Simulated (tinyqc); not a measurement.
# Junctionless gate-all-around wire, depletion approximation: effects of single changes

A uniformly doped n-type wire of radius R under a surrounding gate; long channel. Below flat band a shell from radius rc to R is fully depleted and the neutral core, at channel potential V (0 at the source, Vd at the drain), carries the current with constant mobility; s = (rc/R)^2 is the share of the cross-section that conducts. The edge of the depleted shell is taken as abrupt, so there is no subthreshold current.

Values chosen for this exercise; material values close to those of gallium arsenide: relative permittivity of the semiconductor eps_r = 12.7; relative permittivity of the gate insulator eox = 7.5; insulator thickness tox = 3.7 nm; wire radius R = 5 nm; donor density Nd = 6.5e18 cm^-3; flat-band voltage Vfb = 0.93 V; effective mobility in the wire mu = 67 cm^2/(V s); gate length L = 0.5 um.

Constants: q = 1.602176634e-19 C, eps0 = 8.8541878128e-14 F/cm where lengths are in cm. Results are converted to the units shown.

Each table varies one quantity; the others keep the values above.

## Effect of the insulator thickness on the threshold

Cox = eps0 eox/(R ln(1 + tox/R)); A = q Nd R^2/(4 eps0 eps_r); B = q Nd R/(2 Cox); VT = Vfb - A - B. The flat-band conductance is G0 = q mu Nd pi R^2/L.

The same in every row: A (V) = 0.05788; G0 (uS) = 1.096.

Effect of the insulator thickness on the threshold:
```
tox (nm)	Cox (uF/cm^2)	B (V)	VT (V)
1.2	6.174	0.04217	0.8299
1.8	4.319	0.06028	0.8118
2.6	3.172	0.08208	0.7900
3.7	2.398	0.1086	0.7635
5.3	1.838	0.1417	0.7304
7.7	1.425	0.1827	0.6894
11	1.142	0.2280	0.6441
```

As tox goes from 1.2 to 11 nm, VT falls from 0.830 to 0.644 V and G0 stays at 1.10 uS. A + B goes on average as tox^(0.47). The device is normally off (VT > 0) in 7 of the 7 rows.

## Effect of the donor density on the threshold

Same model as above.

The same in every row: Cox (uF/cm^2) = 2.398.

Effect of the donor density on the threshold:
```
Nd (cm^-3)	A (V)	B (V)	VT (V)	G0 (uS)
8.1e17	0.007213	0.01353	0.9093	0.1366
1.4e18	0.01247	0.02339	0.8941	0.2361
2.3e18	0.02048	0.03842	0.8711	0.3878
4e18	0.03562	0.06682	0.8276	0.6745
6.8e18	0.06055	0.1136	0.7559	1.147
1.1e19	0.09796	0.1837	0.6483	1.855
2e19	0.1781	0.3341	0.4178	3.372
```

Read the table: what changes, and by how much?

As Nd goes from 8.1e17 to 2e19 cm^-3, VT falls from 0.909 to 0.418 V and G0 rises from 0.137 to 3.37 uS. A + B goes on average as Nd^(1.00). The device is normally off (VT > 0) in 7 of the 7 rows. More conductance costs threshold voltage: the same dopants that conduct must be depleted. For Nd = 8.1e17 to 2.3e18 cm^-3 the radius is under two Debye lengths (at 300 K), so the depletion picture is rough.

Numbers from tinyqc (`OMP_NUM_THREADS=1 python tinyqc.py 2460168 2460169 out.jsonl`; about 0.01 s on one thread of a shared Intel Xeon 2.30GHz).
